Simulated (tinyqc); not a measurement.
Nudged elastic band on a two-dimensional model surface: one step, computed by the program tinyqc. Command: `OMP_NUM_THREADS=1 python tinyqc.py 3019169 3019170 out.jsonl neb walk`. One thread of a shared host (Intel(R) Xeon(R) Processor @ 2.30GHz), about 0.4 s of CPU time with the checks.

V(x, y) = h u^2 + t x + (kappa/2)(y + c u)^2 with u = x^2/w^2 - 1; the path runs from the minimum near (-w, 0) to that near (w, 0).

Question. Iteration 2. Tangent at image i: towards the higher neighbour if the energies rise or fall through i; at a maximum or minimum, tau = t+ dmax + t- dmin if V(i+1) > V(i-1), else t+ dmin + t- dmax, with t+ = R(i+1) - R(i), t- = R(i) - R(i-1) and dmax, dmin the larger and smaller of |V(i+1) - V(i)| and |V(i-1) - V(i)|; then normalise. Force F = -grad V + (grad V.tau) tau + k_s (|t+| - |t-|) tau. With a climbing image, the highest image feels instead F = -grad V + 2 (grad V.tau) tau and no spring. Update R(new) = R + eta F; the end points stay fixed.

Inputs (values chosen for the exercise, for a model surface):

| quantity | value | unit |
|---|---|---|
| height h | 1.4 | eV |
| half width w | 0.91 | angstrom |
| transverse stiffness kappa | 3.6 | eV/angstrom^2 |
| curvature c | 0.29 | angstrom |
| tilt t | 0.19 | eV/angstrom |
| spring constant k_s | 1.7 | eV/angstrom^2 |
| step factor eta | 0.04 | angstrom^2/eV |

Surface: curved double well. Climbing image: on.

images after iteration 1 (angstrom):
```
                  x          y
image 1  -0.6207496  0.0184053
image 2  -0.3176604  0.0351404
image 3  -0.0030720  0.0420932
image 4   0.2888046  0.0395230
image 5   0.5921686  0.0283632
```

positions (angstrom):
```
                 x           y
start   -0.9237356  -0.0088206
end      0.8956125   0.0090976
saddle   0.0281231   0.2897230
```

Give: unit tangents; forces; images after iteration 2.

Answer.

unit tangents:
```
              x        y
image 1  0.9985   0.0551
image 2  0.9998   0.0221
image 3  1.0000   0.0031
image 4  1.0000  -0.0088
image 5  0.9993  -0.0368
```

forces (eV/angstrom):
```
               x       y
image 1  -0.0362  0.6362
image 2   0.0003  0.8401
image 3   0.2072  0.8938
image 4   0.0270  0.8115
image 5   0.0223  0.5846
```

images after iteration 2 (angstrom):
```
               x       y
image 1  -0.6222  0.0439
image 2  -0.3176  0.0687
image 3   0.0052  0.0778
image 4   0.2899  0.0720
image 5   0.5931  0.0517
```
